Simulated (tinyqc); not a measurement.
From results back to parameters: mean-field antiferromagnet of the Hubbard model on the simple cubic lattice. Two cases, with inputs chosen for the exercise.

Problem. In the insulating state f(E-) = 1 and f(E+) = 0, so the gap equation is 1 = (U/2) mean 1/sqrt(e-^2 + Delta^2). Delta is given and U is hidden.

e(k) = -2 t (cx + cy + cz) - 4 t2 (cx cy + cy cz + cz cx), ci = cos ki; one electron a site; Q = (pi, pi, pi). <n_up - n_dn> = m cos(Q.R) gives Delta = U m/2 and bands E = e+ -/+ sqrt(e-^2 + Delta^2), e+- = (e(k) +- e(k + Q))/2 (the constant U/2 is dropped). Means run over the mesh k_i = 2 pi (j + 1/2)/N of the whole zone: mu from mean(f(E-) + f(E+)) = 1; m(out) = mean of Delta (f(E-) - f(E+))/sqrt(e-^2 + Delta^2); free energy per site F = -kT mean[ln(1 + exp(-(E- - mu)/kT)) + ln(1 + exp(-(E+ - mu)/kT))] + mu + U m^2/4.

Find: mean 1/sqrt(e-^2 + Delta^2); U; m.

Method. Form the weighted mean over the classes; U = 2/mean and m = 2 Delta/U.

Case 1.

Classes of points:

| \|e-\| (eV) | e+ (eV) | points |
|---|---|---|
| 1.5274 | -0.6000 | 48 |
| 4.5821 | 1.8000 | 16 |

Delta = 2.31069 eV

Solution.

mean 1/sqrt(e-^2 + Delta^2) = 0.319 1/eV
U = 6.26 eV
m = 0.738

Case 2.

Classes of points:

| \|e-\| (eV) | e+ (eV) | points |
|---|---|---|
| 1.1314 | 0.0000 | 48 |
| 3.3941 | 0.0000 | 16 |

Delta = 4.12861 eV

Solution.

mean 1/sqrt(e-^2 + Delta^2) = 0.222 1/eV
U = 9.01 eV
m = 0.916

Computed by tinyqc, one run a case: `OMP_NUM_THREADS=1 python tinyqc.py N N+1 out.jsonl` with N = 1682332, 1682425; one thread of a shared Intel(R) Xeon(R) Processor @ 2.30GHz, about 0.2 s a run at most.
